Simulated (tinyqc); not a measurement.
The size of the error: propagation of a band-gap error through k.p and effective-mass formulas.

Chain, for a gap E (the reference Eg or another value), with Ep and Dso kept: 1/me = 1 + Ep (E + 2 Dso/3)/(E (E + Dso)); g* = 2 - 2 Ep Dso/(3 E (E + Dso)); g1(E) = g1 + (Ep/3)(1/E - 1/Eg), g2(E) = g2 + (Ep/6)(1/E - 1/Eg), light hole 1/(g1 + 2 g2), heavy hole 1/(g1 - 2 g2) along [100]; optical constant ei(E) = 1 + (ei - 1)(EP/(EP + E - Eg))^2, static e0(E) = ei(E) + e0 - ei.

Donor: R = Ry me/e0^2, a_B = a0 e0/me, Mott density (0.26/a_B)^3. Nc, Nv = 2 (m kT/(4 pi c))^(3/2), c = hbar^2/2m0, ni = sqrt(Nc Nv) exp(-E/2kT). Exciton: Ry mu/e0^2 with 1/mu = 1/me + g1(E). 1 angstrom^-3 = 1e24 cm^-3.

Constants: Ry = 13.60569312 eV; a0 (Bohr radius) = 0.5291772105 angstrom; kB = 8.617333262e-05 eV/K; hbar^2/2m0 = 3.80998211 eV angstrom^2.

Inputs chosen for the exercise (reference values near those of GaAs, gap at low temperature; the results hold for these values, not for the real material):
- Eg = 1.535 eV (gap at Gamma to the s-like level)
- Dso = 0.338 eV (spin-orbit splitting)
- Ep = 25.3 eV (Kane energy)
- g1 = 6.95 (Luttinger gamma1)
- g2 = 2.06 (gamma2)
- e0 = 12.67 (static dielectric constant)
- ei = 10.8 (optical dielectric constant)
- EP = 5.01 eV (mean (Penn) gap)
- mh = 0.39 m0 (density-of-states mass of the holes)
- T = 400 K (temperature)

E = f Eg; ratios against f = 1.

Results:
```
f     E (eV)  me ratio  light-hole ratio  e0 ratio  donor ratio  Mott ratio       g*  log10 ni ratio
0.25   0.384     0.291             0.251     1.530        0.124     0.00689  -18.583            6.85
0.40   0.614     0.442             0.402     1.388        0.229      0.0323   -7.753            5.54
0.60   0.921     0.634             0.602     1.231        0.418       0.137   -2.917            3.72
0.80   1.228     0.820             0.801     1.104        0.672       0.409   -0.965            1.87
1.00   1.535     1.000             1.000     1.000        1.000        1.00    0.017            0.00
1.20   1.842     1.176             1.198     0.913        1.410        2.13    0.580           -1.88
1.50   2.303     1.432             1.494     0.808        2.192        5.56    1.062           -4.72
2.00   3.070     1.839             1.985     0.680        3.980        19.8    1.455           -9.47
```

What can be read from this table?

Between f = 0.8 and 1.2 the mean powers d ln(ratio)/d ln f are 0.89 for me, 0.99 for the light hole, -0.47 for e0, 1.83 for the donor energy and 4.08 for the Mott density; ni moves by -0.61 decades per 0.1 eV, against -0.1 eV/(2 kT ln 10) = -0.63 from the exponential alone, the rest coming from Nc through me^(3/4). g* changes sign between f = 0.80 and 1.00; the place of this zero hangs on remote bands, which are left out.

(tinyqc, `OMP_NUM_THREADS=1 python tinyqc.py 1850287 1850288 out.jsonl`, Intel(R) Xeon(R) Processor @ 2.30GHz, 1 thread, shared host, about 0.01 s.)
